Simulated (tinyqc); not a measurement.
Strain-driven crossing of the Gamma and L valleys in a germanium-like crystal alloyed with tin, step by step. Values are carried at full precision from step to step, so a last printed digit may differ when a step is redone from the rounded ones.

With tin the unstrained gaps become E(y) = (1 - y) E + y EgS - CS y (1 - y); all other values are kept.
Constants: kB = 8.617333262e-05 eV/K; hc = 1239.841984 eV nm.

Values chosen for the exercise (near those of Ge, gaps at low temperature; the results hold for these values, not for the real material): Eg = 0.885 eV (gap at Gamma to the s-like level); EgL = 0.742 eV (gap to L); EgS = (-0.362, 0.06) eV (Gamma and L gaps of the tin end); CS = (2.47, 0.79) eV (bowing of the Gamma and L gaps); y = 0.1 (tin fraction); C11 = 126.3 GPa; C12 = 48.4 GPa; C44 = 65.9 GPa; load = uniaxial [100] (kind of strain); e0 = 0.0216 (size of the strain); Dso = 0.286 eV (spin-orbit splitting); ac = -8.22 eV (conduction deformation potential); av = 1.22 eV (valence hydrostatic potential); b = -2.58 eV (tetragonal shear potential); d = -5.3 eV (trigonal shear potential); aL = -1.38 eV (hydrostatic potential of the L edge, Xd + Xu/3); XuL = 15.62 eV (uniaxial potential, L); mG = 0.043 m0 (mass at Gamma); mL = 0.567 m0 (density-of-states mass of the four L valleys together); T = 200 K (temperature).

## Gaps of the unstrained alloy

Give both gaps, their difference, and the y at which they cross (the root of a quadratic between 0 and 0.3).

Gamma and L gaps (eV): 0.5380  0.6027

Gamma - L = -0.0647 eV
crossing y = 0.0671

Without strain the alloy is direct.

## The strain tensor for a uniaxial [100] load

Biaxial loads: e0 is the in-plane strain e_par and the normal is free. (001): e_perp = -2 (C12/C11) e_par; exx = eyy = e_par, ezz = e_perp, no shear. (111): e_perp = -(2 C11 + 4 C12 - 4 C44)/(C11 + 2 C12 + 4 C44) e_par; exx = eyy = ezz = (2 e_par + e_perp)/3 and exy = eyz = ezx = (e_perp - e_par)/3. (110): e_perp = -(C11 + 3 C12 - 2 C44)/(C11 + C12 + 2 C44) e_par; exx = eyy = (e_par + e_perp)/2, ezz = e_par, exy = (e_perp - e_par)/2, eyz = ezx = 0. Uniaxial loads: a stress along n, scaled so that n.e.n = e0, with exx = s11 sxx + s12 (syy + szz), exy = s44 sxy/2, s11 = (C11 + C12)/((C11 - C12)(C11 + 2 C12)), s12 = -C12/((C11 - C12)(C11 + 2 C12)), s44 = 1/C44.

Form the tensor and its trace.

strain tensor in the cubic axes:
```
,x,y,z
x,0.021600,0.000000,0.000000
y,0.000000,-0.005984,0.000000
z,0.000000,0.000000,-0.005984
```

tr(e) = 0.009632

## Band edges

Edges from the unstrained valence top: Gamma at Eg + ac tr(e); an L valley with unit axis u at EgL + aL tr(e) + XuL (u.e.u - tr(e)/3), u along [111], [1-1-1], [-11-1], [-1-11]; valence edges are the levels of the 6 x 6 matrix of X, Y, Z times spin with -Dso/3 + l exx + m (eyy + ezz) on the diagonal (cyclic), n exy off it, l = av + 2 b, m = av - b, n = sqrt(3) d. Spin-orbit term (Dso/3) L.sigma on X, Y, Z with (L_k)_ij = -i epsilon_kij: <X+|H|Y+> = -i Dso/3, <X+|H|Z-> = Dso/3, <Y+|H|Z-> = -i Dso/3, <Z+|H|X-> = -Dso/3, <Z+|H|Y-> = i Dso/3, <X-|H|Y-> = i Dso/3, and their conjugates; + and - are the spin along z.

Give the edges and the direct and indirect gaps from the top valence edge.

Gamma edge = 0.4588 eV

L edges (eV): [111] 0.5894, [1-1-1] 0.5894, [-11-1] 0.5894, [-1-11] 0.5894

valence edges from the top (eV): 0.0829  -0.0196  -0.3140

direct and indirect gap (eV): 0.3759  0.5065

The gap is direct: Gamma lies 131 meV below the lowest L valley. The top two valence edges are 103 meV apart.

## Electrons in the Gamma valley

Non-degenerate, parabolic: share = mG^(3/2)/(mG^(3/2) + (mL^(3/2)/4) sum_i exp(-(E_Li - E_Gamma)/kT)). Also the offset at which four equal L valleys hold half of the electrons, kT ln((mL/mG)^(3/2)), and the wavelength hc/E of the direct gap.

(mL/mG)^(3/2) = 47.88
share in Gamma = 97.6 %
offset for an even split = 66.7 meV
wavelength = 3298 nm

With the L valleys as they lie here, Gamma must be 67 meV below the lowest of them to hold half of the electrons at 200 K; it lies 131 meV below. A direct gap alone is not enough.

Run: tinyqc, `OMP_NUM_THREADS=1 python tinyqc.py 1080439 1080440 out.jsonl`; Intel(R) Xeon(R) Processor @ 2.30GHz, one thread, shared host; about 0.01 s of CPU time with all checks.
